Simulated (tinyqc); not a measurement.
Hubbard chain of 4 sites, step by step. Computed by tinyqc, a small Python program that keeps every step. Settings: hopping = 1.61, U = 3.4, mixing = 1, iteration cap = 79. Command: `OMP_NUM_THREADS=1 python tinyqc.py 31404 31405 out.jsonl` (the two numbers bound the seeds that draw the settings). One thread of a shared host (Intel(R) Xeon(R) Processor @ 2.60GHz), about 0.2 s of CPU time with the checks. Later iterations appear only in the table of the cycle.

## Mean-field iteration 1

one-body matrix (hopping and site energies) (eV), order 1, 2, 3, 4:
```
[[0.000000, -1.610000, 0.000000, 0.000000],
 [-1.610000, 0.000000, -1.610000, 0.000000],
 [0.000000, -1.610000, 0.000000, -1.610000],
 [0.000000, 0.000000, -1.610000, 0.000000]]
```

U = 3.400000 eV

electrons, up and down: [2, 2]

mixing = 1

n(up) at the start (a guess, not normalised): [0.950000, 0.050000, 0.950000, 0.050000]

n(down) at the start (a guess): [0.050000, 0.950000, 0.050000, 0.950000]

H(up) = T + U n(down), H(down) = T + U n(up); fill the lowest levels; n(new) = n + mixing (n(out) - n); E = tr T (rho up + rho down) + U sum n_up n_down of the output.

levels, up (eV): [-1.321110, -0.125101, 3.525101, 4.721110]

levels, down (eV): [-1.321110, -0.125101, 3.525101, 4.721110]

energy = -3.733314 eV

n(up) after iteration 1: [0.873291, 0.200918, 0.799082, 0.126709]

n(down) after iteration 1: [0.126709, 0.799082, 0.200918, 0.873291]

## Mean-field iteration 2

As before.

levels, up (eV): [-1.132167, 0.150802, 3.249198, 4.532167]

levels, down (eV): [-1.132167, 0.150802, 3.249198, 4.532167]

energy = -3.838367 eV

n(up) after iteration 2: [0.833100, 0.255781, 0.744219, 0.166900]

n(down) after iteration 2: [0.166900, 0.744219, 0.255781, 0.833100]

## Convergence

Each step fills the lowest levels of T + U n(other spin) and sets n(new) = n + mixing (n(out) - n); stop when output and input agree to 1e-8.

Course of the cycle:
```
iteration       E (eV)  largest |n(out) - n(in)|  mean |n_up - n_down|
1          -3.73331382                  1.51e-01              0.672373
2          -3.83836682                  5.49e-02              0.577319
3          -3.86216826                  2.59e-02              0.528352
4          -3.86945996                  1.40e-02              0.500289
5          -3.87207757                  8.85e-03              0.483174
6          -3.87310817                  5.72e-03              0.472327
7          -3.87353766                  3.76e-03              0.465282
8          -3.87372325                  2.50e-03              0.460633
9          -3.87380536                  1.67e-03              0.457533
10         -3.87384226                  1.13e-03              0.455451
11         -3.87385902                  7.62e-04              0.454047
...                ...                       ...                   ...
31         -3.87387323                  3.48e-07              0.451083
32         -3.87387323                  2.37e-07              0.451082
33         -3.87387323                  1.61e-07              0.451082
34         -3.87387323                  1.10e-07              0.451082
35         -3.87387323                  7.49e-08              0.451082
36         -3.87387323                  5.10e-08              0.451082
37         -3.87387323                  3.48e-08              0.451082
38         -3.87387323                  2.37e-08              0.451082
39         -3.87387323                  1.61e-08              0.451082
40         -3.87387323                  1.10e-08              0.451082
41         -3.87387323                  7.49e-09              0.451082
```

local moments n_up - n_down: [0.540063, -0.362100, 0.362100, -0.540063]

Converged in 41 iterations. Before convergence this energy mixes input and output and is not variational, so it may rise towards its limit.

## Exact diagonalisation (36 states)

Lowest levels of the sector, and the double occupancy of the lowest state.

lowest levels (eV): [-4.522484, -3.281466, -2.073645, -1.591110, -1.115637, -0.744861]

double occupancy per site = 0.147335

The mean-field solution above lies 0.6486 eV above the exact energy.

## The lowest level by Lanczos steps

From a random start vector (not printed): a_j = <q_j|H|q_j>, b_j = norm of the remainder after orthogonalising; the Ritz value is the lowest eigenvalue of the tridiagonal matrix of a and b so far.

Lanczos:
```
j   a_j (eV)  b_j (eV)  lowest Ritz value (eV)
1   1.930203  5.158386              1.93020301
2   2.913413  4.313756             -2.75995064
3   2.572311  3.060794             -4.18816053
4   3.772165  3.561990             -4.43690427
5   3.615361  3.249611             -4.50137119
6   4.117156  3.458587             -4.51602006
7   2.934425  3.413475             -4.52031416
8   5.270735  4.770255             -4.52142820
9   3.501377  3.742560             -4.52206733
10  4.055442  3.095002             -4.52236831
```
